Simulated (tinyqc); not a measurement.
Inside a calculation. Model: Cabrera-Mott growth of a thin oxide under its own electric field. Computed by tinyqc, a small Python program that keeps every step. Command: `OMP_NUM_THREADS=1 python tinyqc.py 3022245 3022246 out.jsonl cabrera walk`. One thread of a shared host (Intel(R) Xeon(R) Processor @ 2.30GHz), about 0.02 s of CPU time with the checks. Intermediate numbers are printed to about 5 digits and carried at full precision; extremes and crossings named in words are read from the listed rows.

Electrons cross the film freely and set a fixed potential V across it; the field V/x lowers the barrier for ions entering the oxide.

Inputs (values chosen for the exercise, for a model metal):
```
quantity                     value        unit
barrier W                     1.75          eV
Mott potential V              0.86           V
ion charge number z              2           -
half jump distance b           1.3    angstrom
prefactor u0 = N Omega nu  2.5e+13  angstrom/s
temperature T                  300           K
starting thickness x0          3.3    angstrom
time t                      610000           s
```

Backward hops: ignored.

Constants: k_B = 8.617333262e-05 eV/K.

## Scales

u = u0 exp(-W/(k_B T)), X1 = z b V/(k_B T) with V in volts and k_B T in eV; dx/dt = u exp(X1/x).

u = 9.9824e-17 angstrom/s

X1 = 86.492 angstrom

## Field and rate at the start

Field E = V/x; the barrier is lowered by z b V/x.

field = 26.061 MV/cm

barrier lowering = 0.67758 eV

rate = 2.4099e-05 angstrom/s

## Thickness after time t

t(x) = int_(x0)^x dx / (dx/dt) by Gauss-Legendre quadrature (80 points on each side of (x0 + 2 x)/3), solved for x.

thickness x = 3.9800 angstrom

rate at time t = 2.7366e-07 angstrom/s

field at time t = 21.608 MV/cm

X1/x = 21.7: the field term still rules. Caution: the starting field or rate is formal: the first layers form as fast as oxygen arrives.

## Limiting thickness

Growth counts as stopped when u exp(X1/x) falls to 1e-5 angstrom/s: x_L = X1/ln(1e-5/u), defined while u is below that rate; the critical temperature is T_c = W/(k_B ln(u0/1e-5)).

limiting thickness x_L = 3.4146 angstrom

critical temperature T_c = 479.38 K

T is below T_c, so the rate is below that level in any film thicker than x_L; growth goes on there, ever more slowly.

## Growth over eight decades

Closed form for thin films (leading term of the integral): x solves (x^2/(u X1)) exp(-X1/x) = t.

Thickness:
```
t (s)     x (angstrom)  1/x (1/angstrom)  closed form (angstrom)
1.00e+00        3.3000           0.30303                  2.5263
1.00e+01        3.3002           0.30301                  2.6974
1.00e+02        3.3024           0.30281                  2.8925
1.00e+03        3.3221           0.30102                  3.1170
1.00e+04        3.4362           0.29102                  3.3777
1.00e+05        3.7024           0.27010                  3.6840
1.00e+06        4.0643           0.24604                  4.0485
1.00e+07        4.5091           0.22177                  4.4889
1.00e+08        5.0584           0.19769                  5.0305
```

Per decade of time the film gains 2.2e-4 angstrom at first and 0.55 at the end. The inverse-logarithmic law predicts -X1 d(1/x)/d ln t near 1; the rows give 0.00 at first and 0.90 at the end. The closed form misses by at most 23 %, as it needs x well below X1 and above x0.

Checks made by the program: quadrature against adaptive integration (relative difference 3e-10).
